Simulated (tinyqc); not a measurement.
# From lowest formation energy back to growth condition x

Model: formation energy of a charged point defect from supercell energies. Computed by tinyqc, a small Python program. Command: `OMP_NUM_THREADS=1 python tinyqc.py 3027976 3027977 out.jsonl formation inv`. One thread of a shared host (Intel(R) Xeon(R) Processor @ 2.30GHz), about 0.01 s of CPU time with the checks.

The host is a compound AB. Making the defect adds n_A = 0, n_B = -1 atoms to the cell. All total energies are inputs. E_F is counted from the valence-band maximum (VBM); x = 0 is A-rich and x = 1 B-rich growth.

Inputs (values chosen for the exercise, for a model compound AB):

| quantity | value | unit |
|---|---|---|
| gap E_g | 1.3 | eV |
| E_VBM of the host cell | 4.95 | eV |
| potential alignment dV | 0.11 | eV |
| dielectric constant eps | 14.9 | - |
| cell length L | 13.7 | angstrom |
| mu_B of the pure element | -5.67 | eV |
| formation enthalpy dH of AB | -0.954 | eV |
| Fermi level E_F | 1.05 | eV |
| temperature T | 1000 | K |
| site density N_s | 3.6e+22 | cm^-3 |

Defect: vacancy of B. Supercell lattice: fcc.

charge states q: 1  0  -1  -2

E(defect, q) - E(host), in the order of q (eV): 3.383  8.674  14.622  20.376

Constants: e^2/(4 pi eps_0) = 14.39964548 eV angstrom; k_B = 8.617333262e-05 eV/K.

Method:
- dmu_A = x dH and dmu_B = (1 - x) dH, so that dmu_A + dmu_B = dH; mu = mu(element) + dmu.
- The reservoir term is sum n_i mu_i.
- Image-charge correction of a point charge in a neutralising background: E_corr = q^2 alpha e^2/(4 pi eps_0) / (2 eps L), alpha = 2.888282 for a fcc array with L the cube root of the volume.
- E_f(q, E_F) = [E(defect, q) - E(host)] - sum n_i mu_i + q (E_VBM + dV + E_F) + E_corr(q).
- E_f(q, E_F) = E_f(q, 0) + q E_F.
- c_q = N_s exp(-E_f(q, E_F)/k_B T), with all degeneracy factors one and no vibrational entropy.

Question. A run gave the result below. Find the growth condition x, known to lie between 0.43 and 0.98.

lowest formation energy = 2.740657 eV

Answer.

Each step takes the trial c = (a f_b - b f_a)/(f_b - f_a), f being the result less the target and a, b, c the logarithms of the listed values; c replaces end b, the old b replaces a if the sign of f changed, and otherwise f_a is halved.

Scan of the range:

| growth condition x | lowest formation energy (eV) |
|---|---|
| 0.430 | 2.34971 |
| 0.493 | 2.40981 |
| 0.566 | 2.47945 |
| 0.649 | 2.55863 |
| 0.745 | 2.65022 |
| 0.854 | 2.75420 |
| 0.980 | 2.87441 |

False position (Illinois rule, in the logarithm of the input) inside the bracket:

| step | end a | end b | trial | lowest formation energy (eV) |
|---|---|---|---|---|
| 1 | 0.745000 | 0.854000 | 0.838943 | 2.73984 |
| 2 | 0.854000 | 0.838943 | 0.839793 | 2.74065 |
| 3 | 0.854000 | 0.839793 | 0.839807 | 2.74066 |
| 4 | 0.839793 | 0.839807 | 0.839800 | 2.74066 |

Lowest formation energy rises at every point of a 13-point scan of the range (every second point is shown), so one value fits; it is bracketed by 0.745 and 0.854. The scan shows a straight line, so linear interpolation between any two rows gives the answer at once. Answer: growth condition x = 0.8398.

Caution: the largest image-charge correction in these energies, q^2 alpha e^2/(8 pi eps_0 eps L) with alpha = 2.888282, exceeds a quarter of the gap; the point-charge term alone is then a rough estimate, usually too large for a charge that is spread out.
